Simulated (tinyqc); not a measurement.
Inside a calculation. Model: tunnelling through a gate dielectric with the two-band (Franz) dispersion, WKB transmission and Tsu-Esaki current.

Numbers from tinyqc (`OMP_NUM_THREADS=1 python tinyqc.py 2540082 2540083 out.jsonl`; about 0.02 s on one thread of a shared Intel Xeon 2.30GHz). Printed values are rounded.

Electrons leave the emitter at x = 0. Energies E (motion across the layers) are in eV from the emitter Fermi level; the collector Fermi level lies at -V and offers states at every E. No charge in the dielectric and no image force: F1 = V/t1, U = phi1 - F1 x. With C = hbar^2/(2 m0), kappa = sqrt(m u (1 - u/Egx)/C), u = U - E where U > E and 0 elsewhere; T(E) = exp(-S), S = 2 times the integral of kappa over x.

Parameters, values chosen for the exercise; dielectric values close to those of silicon dioxide: temperature T = 300 K; Fermi energy of the emitter above its band bottom Ef = 0.47 eV; emitter mass in the supply function me = 0.52 m0; barrier of layer 1 above the emitter Fermi level at zero bias phi1 = 3.2 eV; tunnelling mass of layer 1 m1 = 0.5 m0; thickness of layer 1 t1 = 7.6 nm; gap parameter of the two-band dispersion, set freely Egx = 9.2 eV; voltage across the dielectric V = 3.9 V; energy of the electron followed E = 0 eV; cells in each layer nc = 5; lower end of the energy grid Ea = -0.34 eV; upper end of the energy grid Eb = 0.49 eV; points of the energy grid nE = 15.

Constants: q = 1.602176634e-19 C, kB = 1.380649e-23 J/K, hbar = 1.054571817e-34 J s, m0 = 9.1093837015e-31 kg, Vt = kB T/q, hbar^2/(2 m0) = 0.0380998212 eV nm^2. Results are converted to the units shown.

## Fields and band edges

F1 = V/t1, U = phi1 - F1 x.

F1 = 5.131579 MV/cm
U at x = t1 = -0.7 eV

## WKB exponent by the midpoint rule

Cut each layer into nc equal cells, take U and kappa at the cell centres, and sum S = 2 sum kappa h.

| cell | x (nm) | U (eV) | kappa (1/nm) |
|---|---|---|---|
| 0 | 0.760000 | 2.810000 | 5.060964 |
| 1 | 2.280000 | 2.030000 | 4.556561 |
| 2 | 3.800000 | 1.250000 | 3.765028 |
| 3 | 5.320000 | 0.470000 | 2.419277 |
| 4 | 6.840000 | -0.310000 | 0.000000 |

S = 48.03756
T(E) = 1.372623e-21

## WKB exponent in closed form

Each layer adds (2/F) sqrt(m/C) [G(u at its left edge) - G(u at its right edge)] to S, with u = U - E (0 where negative) and G(u) = Egx^1.5 (th - sin(4 th)/4)/4, th = arcsin sqrt(u/Egx). The slope follows from 1/d = -dS/dE.

S = 47.85160
T(E) = 1.653165e-21
energy d over which T(E) grows by a factor e = 0.049028 eV

The midpoint rule gives S = 48.038, so its T(E) is 17 % below this value. The band edge of layer 1 drops below E inside the layer: the barrier there is triangular (the Fowler-Nordheim case).

## Current density on a coarse energy grid

J = J0 times the integral of T(E) N(E) dE, N = ln[(1 + exp(-E/Vt))/(1 + exp((-E - V)/Vt))], J0 = q^2 me m0 kB T/(2 pi^2 hbar^3) (times 1e-4 for A/cm^2 per eV), by Simpson's rule on nE equally spaced points from Ea to Eb.

| point | E (eV) | T(E) | N | T(E) N |
|---|---|---|---|---|
| 0 | -0.3400000 | 1.487584e-24 | 13.15179 | 1.956439e-23 |
| 1 | -0.2807143 | 5.106257e-24 | 10.85853 | 5.544646e-23 |
| 2 | -0.2214286 | 1.745586e-23 | 8.565430 | 1.495170e-22 |
| 3 | -0.1621429 | 5.941505e-23 | 6.273852 | 3.727612e-22 |
| 4 | -0.1028571 | 2.013104e-22 | 3.997229 | 8.046838e-22 |
| 5 | -0.0435714 | 6.788087e-22 | 1.855470 | 1.259510e-21 |
| 6 | 0.0157143 | 2.277382e-21 | 0.4347114 | 9.900037e-22 |
| 7 | 0.0750000 | 7.600213e-21 | 0.05350390 | 4.066410e-22 |
| 8 | 0.1342857 | 2.522378e-20 | 0.005532194 | 1.395428e-22 |
| 9 | 0.1935714 | 8.323011e-20 | 5.597854e-4 | 4.659100e-23 |
| 10 | 0.2528571 | 2.729774e-19 | 5.651643e-5 | 1.542770e-23 |
| 11 | 0.3121429 | 8.896862e-19 | 5.704657e-6 | 5.075355e-24 |
| 12 | 0.3714286 | 2.880696e-18 | 5.758038e-7 | 1.658716e-24 |
| 13 | 0.4307143 | 9.263881e-18 | 5.811904e-8 | 5.384079e-25 |
| 14 | 0.4900000 | 2.958052e-17 | 5.866273e-9 | 1.735274e-25 |

J0 = 2.175502e8 A/(cm^2 eV)
J = 5.506276e-14 A/cm^2

The integrand peaks at E = -0.0436 eV among these points. A converged quadrature from -Ef to above the barrier gives 5.515e-14 A/cm^2; this grid is 0.16 % below that.
